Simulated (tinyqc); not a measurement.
Worked calculation: CIS on RHF in the sto-6g basis, for H3-, spin multiplicity 1. The basis has no diffuse functions, so it cannot describe the extra electron: this is an exercise in the method, not the real anion. One step of it, computed by the program tinyqc.

Problem. CIS matrix, triplets. A(ia,jb) = (e_a - e_i) d_ij d_ab - (ij|ab).

orbital energies (hartree): MO1 -0.133854, MO2 0.170385, MO3 0.933229

Two-electron integrals over orbitals (pq|rs), unique and non-zero (hartree):
```
(11|11) 0.521191    (21|21) 0.162097    (22|11) 0.459647    (22|22) 0.514638
(31|11) 0.077269    (31|22) -0.049460   (31|31) 0.141241    (32|21) -0.144694
(32|32) 0.146465    (33|11) 0.544068    (33|22) 0.477741    (33|31) 0.092164
(33|33) 0.595474
```

Give: CIS matrix A, triplet.

Solution.

CIS matrix A, triplet (hartree):
```
        1>3     2>3
1>3  0.5230  0.0000
2>3  0.0000  0.2851
```
